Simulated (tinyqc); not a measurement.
Film and buried-oxide thickness from two coupling ratios.

Inverse problem. In a depleted film -dVT/dVb is k1 = Cs Cbox/(Cox (Cs + Cbox)) for a front channel and k2 = Cbox (Cox + Cs)/(Cox Cs) for a back channel, with Cox = eps0 eox/tox, Cs = eps0 eps_r/ts, Cbox = 3.9 eps0/tb. Find ts and tb.

Values chosen for this exercise; band and dielectric values close to those of silicon: relative permittivity eps_r = 11.5; relative permittivity of the gate insulator (close to aluminium oxide) eox = 9.05; insulator thickness tox = 6 nm.

coupling ratios for a front and a back channel: [0.024214012, 0.093682441]

Answer. With y = Cox/Cs and z = Cox/Cbox, 1/k1 = y + z and k2 = (1 + y)/z, so y = (k2/k1 - 1)/(1 + k2); the thicknesses follow from y and z.

ts = 20.00 nm
tb = 100.0 nm

tinyqc, about 0.5 s, one thread, Intel Xeon 2.30GHz (shared host): `OMP_NUM_THREADS=1 python tinyqc.py 2190140 2190141 out.jsonl`
